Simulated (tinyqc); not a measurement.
MOS structure on a p-type body, non-linear Poisson equation by Newton steps: one step of the calculation.

One dimension, insulator interface at x = 0, acceptor density Na, uniform, net doping C = -(acceptor density). psi is counted from the intrinsic level: n = ni exp((psi - Vb)/Vt), p = ni exp(-psi/Vt); deep in the body psi_b = -Vt ln(Na/ni). The gate acts through Cox = eps0 eox/tox and has the potential psi_G = Vg - (phiM - chi - Vt ln(Nc/ni)). Boltzmann statistics, full ionisation, classical densities, no oxide or interface charge.

Problem. Newton step. Solve the tridiagonal system a_(i-1) d_(i-1) + b_i d_i + a_i d_(i+1) = -F_i for nodes 0 to 10, with d = 0 on fixed nodes. The full step is added.

Parameters, values chosen for the exercise: temperature T = 300 K.

Constants: q = 1.602176634e-19 C, kB = 1.380649e-23 J/K, Vt = kB T/q. Results are converted to the units shown.

coupling a_i, interval 0 to 10 (F/cm^2): 3.3941053e-5  1.9139692e-5  1.0740840e-5  6.0971952e-6  3.4283892e-6  1.9284689e-6  1.0948727e-6  6.1339253e-7  3.4516325e-7  1.9619106e-7  1.0948727e-7

```
node  diagonal b (F/cm^2)  residual F (C/cm^2)
0           -3.4397987e-5         2.3395225e-7
1           -5.3123576e-5        -1.1072574e-9
2           -2.9910835e-5       -7.8340621e-10
3           -1.6848528e-5       -2.7126417e-10
4           -9.5266756e-6       -2.8208001e-11
5           -5.3568722e-6       -3.6394204e-13
6           -3.0233416e-6       -1.4668492e-16
7           -1.7082652e-6                   ~0
8           -9.5855578e-7                   ~0
9           -5.4154294e-7        -1.2114628e-8
10          -1.2877919e-5         5.3410244e-8
```

psi at the start, node 0 to 11 (V): 1.8516588  1.8381634  1.8143290  1.7721663  1.6988554  1.5715120  1.3547194  1.0027385  0.4691825  -0.1794230  -0.4516588  -0.4516588

Give: Newton step d; psi after iteration 1.

Solution.

Newton step d, node 0 to 10 (V): 0.3627  0.3607  0.3580  0.3543  0.3484  0.3380  0.3195  0.2870  0.2289  0.1257  0.0061
psi after iteration 1, node 0 to 11 (V): 2.214  2.199  2.172  2.126  2.047  1.910  1.674  1.290  0.698  -0.054  -0.446  -0.452

Numbers from tinyqc (`OMP_NUM_THREADS=1 python tinyqc.py 2080113 2080114 out.jsonl`; about 0.5 s on one thread of a shared Intel Xeon 2.30GHz).

~0 in a residual or rate marks an entry under 1e-11 of the largest of its column.
